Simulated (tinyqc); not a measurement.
Hydrostatic strain: sp3s* tight binding, strained.

sp3s* tight binding, nearest neighbours only: anion (a) at 0, cation (c) at a/4 (1,1,1), orbitals s, px, py, pz, s* on each; k in units of 2 pi/a. With phases e_j = exp(i (pi/2) k.n_j) for n = (1,1,1), (1,-1,-1), (-1,1,-1), (-1,-1,1): g0 = (e1+e2+e3+e4)/4, g1 = (e1+e2-e3-e4)/4, g2 = (e1-e2+e3-e4)/4, g3 = (e1-e2-e3+e4)/4. The diagonal holds the levels Esa, Epa, Exa (s*) and Esc, Epc, Exc. Anion-cation block: <sa|sc> = Vss g0; <sa|xc> = Vsapc g1; <xa|sc> = -Vscpa g1; <xa|xc> = Vxx g0; <xa|yc> = <ya|xc> = Vxy g3, <xa|zc> = <za|xc> = Vxy g2, <ya|zc> = <za|yc> = Vxy g1; <s*a|xc> = Vxapc g1; <xa|s*c> = -Vpaxc g1; y and z take g2 and g3 in place of g1; s-s* and s*-s* vanish.

Strain e moves each bond vector to d = (1 + e) d0 (no internal displacement for the diagonal strains used here) and k is given in fractions of the strained reciprocal cell, so the phases stay. Two-centre values Vss_sigma = Vss/4, Vsp_sigma = sqrt3 V/4 for each s-p and s*-p pair, Vpp_sigma = (Vxx + 2 Vxy)/4, Vpp_pi = (Vxx - Vxy)/4 are scaled by (d0/d)^eta and combined with the new direction cosines; the levels on the diagonal stay.

Inputs chosen for the exercise (near a published set for diamond, fitted to gaps, whose masses and valley positions are rough; not measured data):

| symbol | value | unit | meaning |
|---|---|---|---|
| Esa | -4.543 | eV | s level of the anion |
| Epa | 3.843 | eV | p level of the anion |
| Esc | -4.543 | eV | s level of the cation |
| Epc | 3.843 | eV | p level of the cation |
| Exa | 11.398 | eV | s* level of the anion |
| Exc | 11.398 | eV | s* level of the cation |
| Vss | -22.79 | eV | s-s |
| Vxx | 3.851 | eV | px-px |
| Vxy | 11.665 | eV | px-py |
| Vsapc | 15.245 | eV | s anion, p cation |
| Vscpa | 15.245 | eV | s cation, p anion |
| Vxapc | 8.224 | eV | s* anion, p cation |
| Vpaxc | 8.224 | eV | p anion, s* cation |
| eta | 2 |  | scaling exponent |

exx = eyy = ezz = e. Gaps as measured from the top of the valence band; the deformation potentials are (gap(0.01) - gap(-0.01))/0.06.

Gaps (eV):

| e | Gamma | Delta | L | x of the minimum |
|---|---|---|---|---|
| -0.03 | 8.1858 | 5.4978 | 7.7784 | 0.575 |
| -0.02 | 8.0196 | 5.4439 | 7.7228 | 0.575 |
| -0.01 | 7.8584 | 5.3906 | 7.6682 | 0.574 |
| 0.00 | 7.7020 | 5.3379 | 7.6146 | 0.574 |
| 0.01 | 7.5502 | 5.2857 | 7.5620 | 0.574 |
| 0.02 | 7.4029 | 5.2340 | 7.5103 | 0.574 |
| 0.03 | 7.2599 | 5.1828 | 7.4594 | 0.574 |

gap deformation potentials (eV): Gamma -5.136, Delta -1.748, L -1.770

Per unit of volume strain the gaps move by -5.14 (Gamma), -1.75 (Delta) and -1.77 eV (L). The lowest valley stays the Delta line over the range. These potentials follow from the one exponent eta, which fitted models replace by one for each integral; with it the sizes are rough, the sign for Delta can be wrong (in Si, Ge and the III-V crystals measured values are small and positive), and the pressures at which valleys cross, and which valley takes over, are rough too. A gap of zero, where one is listed, marks an s level that has sunk below the valence top.

(tinyqc, `OMP_NUM_THREADS=1 python tinyqc.py 1450962 1450963 out.jsonl`, Intel(R) Xeon(R) Processor @ 2.30GHz, 1 thread, shared host, about 0.07 s.)
